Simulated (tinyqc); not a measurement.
Band edges of strained Si(1-x)Ge(x) on relaxed Si(1-y)Ge(y): sweeps and comparisons. A value that a table varies takes the place of the one given here.

Values are linear in the Ge fraction but for ED(x) = linear - CD x (1 - x) and a(x) = linear - Ca x (1 - x). Energies are on the common scale of Ev.

Coherent growth on a (111) face: e_par = (a(y) - a(x))/a(x), e_perp = -(2 C11 + 4 C12 - 4 C44)/(C11 + 2 C12 + 4 C44) e_par; exx = eyy = ezz = (2 e_par + e_perp)/3 and exy = eyz = ezx = (e_perp - e_par)/3.

A valley with unit axis u lies at Ev + gap + (av + a_valley) tr(e) + Xu (u.e.u - tr(e)/3); the Delta axes are x, y, z and the L axes [111], [1-1-1], [-11-1], [-1-11]. The second-order shift of the Delta valleys under shear is left out; it lowers the pair normal to the sheared plane by tens of meV at a shear of 1 %.

Valence edges: Ev plus the levels of the 6 x 6 matrix of X, Y, Z times spin with -Dso/3 + l exx + m (eyy + ezz) on the diagonal (cyclic), n exy off it, l = av + 2 b, m = av - b, n = sqrt(3) d. Spin-orbit term (Dso/3) L.sigma on X, Y, Z with (L_k)_ij = -i epsilon_kij: <X+|H|Y+> = -i Dso/3, <X+|H|Z-> = Dso/3, <Y+|H|Z-> = -i Dso/3, <Z+|H|X-> = -Dso/3, <Z+|H|Y-> = i Dso/3, <X-|H|Y-> = i Dso/3, and their conjugates; + and - are the spin along z.

Coherent growth: e_par = (a(y) - a(x))/a(x). (001): e_perp = -2 (C12/C11) e_par; exx = eyy = e_par, ezz = e_perp, no shear. (111): e_perp = -(2 C11 + 4 C12 - 4 C44)/(C11 + 2 C12 + 4 C44) e_par; exx = eyy = ezz = (2 e_par + e_perp)/3 and exy = eyz = ezx = (e_perp - e_par)/3. (110): e_perp = -(C11 + 3 C12 - 2 C44)/(C11 + C12 + 2 C44) e_par; exx = eyy = (e_par + e_perp)/2, ezz = e_par, exy = (e_perp - e_par)/2, eyz = ezx = 0.

Inputs chosen for the exercise (end members near Si and Ge, in this order; shifted at random, so the results belong to these values and not to a real crystal):
- a = (5.426, 5.664) angstrom (lattice constant)
- Dso = (0.044, 0.286) eV (spin-orbit splitting)
- av = (2.47, 1.24) eV (valence hydrostatic potential)
- b = (-2.11, -2.55) eV (tetragonal shear potential)
- d = (-4.85, -5.34) eV (trigonal shear potential)
- C11 = (166.2, 128.4) GPa
- C12 = (64.3, 48.2) GPa
- C44 = (78.7, 66.7) GPa
- Ev = (0, 0.72) eV (top of the unstrained valence band)
- ED = (1.174, 0.934) eV (gap to the Delta valleys)
- EL = (2.048, 0.753) eV (gap to the L valleys)
- aD = (1.82, 1.31) eV (hydrostatic potential of the Delta gap)
- aL = (-3.42, -2.64) eV (hydrostatic potential of the L gap)
- XuD = (9.01, 9.43) eV (uniaxial potential, Delta)
- XuL = (15.55, 15.19) eV (uniaxial potential, L)
- CD = 0.235 eV (bowing of the Delta gap)
- Ca = 0.028 angstrom (bowing of the lattice constant)
- face = 111 (growth face)
- y = 0.43 (Ge fraction of the relaxed buffer)
- x = 0 (Ge fraction of the layer)

## Composition of the layer

The buffer is kept. dEc = Ec(buffer) - Ec(layer), dEv = Ev(layer) - Ev(buffer); buffer edges Ev(y) and Ev(y) + min(ED, EL). The digit behind Delta or L counts whole valleys.

Results:
```
x     e_par (%)  lowest valleys  gap (eV)  next valleys above (meV)  valence splitting (meV)  dEc (eV)  dEv (eV)
0.00       1.76          Delta6     1.093                       467                      202     0.032    -0.112
0.14       1.20          Delta6     1.065                       481                      129     0.034    -0.086
0.28       0.63          Delta6     1.041                       485                       61     0.024    -0.052
0.56      -0.56          Delta6     0.945                       354                       40    -0.033     0.101
0.70      -1.17          Delta6     0.880                       210                       73    -0.080     0.213
0.84      -1.79          Delta6     0.825                        55                      100    -0.141     0.329
0.98      -2.42              L3     0.669                       111                      124    -0.104     0.449
```

The gap is 1.093 eV in the first row and 0.669 eV in the last. The lowest valleys change: Delta6 to L3 between x = 0.84 and 0.98. Per 0.1 of x the valence offset moves by +57 meV on average; the conduction offset lies between -141 and +34 meV, not monotonically. Electrons and holes sit on opposite sides in every row (type II). Offsets below about 30 meV are within the spread of parameter sets, so those rows do not settle the type. Strains above 2 % can be kept only in layers of a few nanometres.

## Composition of the buffer

The layer is kept. dEc = Ec(buffer) - Ec(layer), dEv = Ev(layer) - Ev(buffer); buffer edges Ev(y) and Ev(y) + min(ED, EL). The digit behind Delta or L counts whole valleys.

Results:
```
y     e_par (%)  lowest valleys  gap (eV)  next valleys above (meV)  valence splitting (meV)  dEc (eV)  dEv (eV)
0.08       0.31          Delta6     1.165                       802                       31     0.000    -0.028
0.16       0.63          Delta6     1.151                       728                       67     0.003    -0.050
0.24       0.96          Delta6     1.135                       652                      105     0.009    -0.070
0.31       1.25          Delta6     1.120                       585                      140     0.015    -0.086
0.39       1.59          Delta6     1.102                       506                      181     0.026    -0.104
0.47       1.93          Delta6     1.084                       426                      223     0.039    -0.120
0.55       2.28          Delta6     1.066                       345                      265     0.054    -0.136
```

The gap is 1.165 eV in the first row and 1.066 eV in the last. The lowest valleys are Delta6 throughout. Per 0.1 of y the valence offset moves by -23 meV on average; the conduction offset lies between +0 and +54 meV. Electrons and holes sit on opposite sides in every row (type II). Offsets below about 30 meV are within the spread of parameter sets, so those rows do not settle the type. Strains above 2 % can be kept only in layers of a few nanometres.

## The same layer on three faces

dEc = Ec(buffer) - Ec(layer), dEv = Ev(layer) - Ev(buffer); buffer edges Ev(y) and Ev(y) + min(ED, EL). The digit behind Delta or L counts whole valleys.

Results:
```
face   e_par (%)  lowest valleys  gap (eV)  next valleys above (meV)  valence splitting (meV)  dEc (eV)  dEv (eV)  Delta spread (meV)  L spread (meV)
(001)       1.76          Delta2     0.907                       281                      185     0.244    -0.137                 281               0
(111)       1.76          Delta6     1.093                       467                      202     0.032    -0.112                   0             353
(110)       1.76          Delta4     1.053                       120                      193     0.077    -0.117                 120             277
```

On (001) only the Delta valleys split (281 meV), on (111) only the L valleys (353 meV), on (110) both (120 and 277 meV). The lowest valleys are Delta2 on (001), Delta6 on (111) and Delta4 on (110); the smallest gap is 0.907 eV on (001) and the largest 1.093 eV on (111).

## What each parameter does

dEc = Ec(buffer) - Ec(layer), dEv = Ev(layer) - Ev(buffer); buffer edges Ev(y) and Ev(y) + min(ED, EL). Each row changes one parameter from the base and keeps the others.

Results:
```
case                       gap (eV)  valence splitting (meV)  dEc (eV)  dEv (eV)
base                         1.0935                    201.6    0.0319   -0.1121
x = 0.03                     1.0868                    185.9    0.0334   -0.1069
y = 0.46                     1.0867                    217.4    0.0368   -0.1183
CD = 0.285 eV                1.0935                    201.6    0.0196   -0.1121
C12 = (73.945, 55.43) GPa    1.0873                    208.6    0.0354   -0.1095
b = (-2.426, -2.932) eV      1.0935                    201.6    0.0319   -0.1121
aL = (-3.933, -3.036) eV     1.0935                    201.6    0.0319   -0.1121
Dso = (0.051, 0.329) eV      1.0952                    199.9    0.0319   -0.1138
av = (2.84, 1.426) eV        1.0935                    201.6    0.0218   -0.1020
```

The largest shifts from the base row, up to three for each result and ties (the steps differ in size, so this ranks the rows, not the parameters). gap (eV): y -0.0068, x -0.0067, C12 -0.0061; unchanged at the printed digits by CD, b, aL and av. valence splitting (meV): x -15.7, y +15.7, C12 +7.0; unchanged at the printed digits by CD, b, aL and av. dEc (eV): CD -0.0123, av -0.0101, y +0.0050; unchanged at the printed digits by b, aL and Dso. dEv (eV): av +0.0101, y -0.0062, x +0.0052; unchanged at the printed digits by CD, b and aL. The lowest valleys of the layer are Delta6, so among the conduction-band potentials only those of that family reach the gap and dEc; the buffer is unstrained. A shift large enough to swap the lowest family would change that.

tinyqc: `OMP_NUM_THREADS=1 python tinyqc.py 1051028 1051029 out.jsonl`; about 0.01 s, one thread, shared Intel(R) Xeon(R) Processor @ 2.30GHz.
